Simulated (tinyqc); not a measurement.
Straight dislocations in isotropic elasticity: fields, energies, partials, Peierls stress and walls: one step, computed by the program tinyqc.

The line runs along z, the glide plane is y = 0, and beta is the angle between b and the line (0 screw, 90 degrees edge): b_e = b sin(beta) along +x with the extra half plane at y > 0, b_s = b cos(beta). Stress is positive in tension.

Question. Strength from dislocations. Frank-Read source, averaged over the loop: tau = G b/(2 pi l) [(1 - nu/2)/(1 - nu)] ln(l/r0). Taylor hardening: tau = 0.3 G b sqrt(rho).

Inputs (values chosen for the exercise, for a model fcc or diamond crystal): shear modulus G = 37.4 GPa; Poisson ratio nu = 0.334; Burgers vector b = 2.791 angstrom; dislocation density rho = 8.1e+13 1/m^2; core radius r0/b = 0.5; source length l = 24 nm.

Give: Frank-Read stress; Taylor stress.

Answer.

Frank-Read stress = 445.65 MPa

Taylor stress = 28.184 MPa
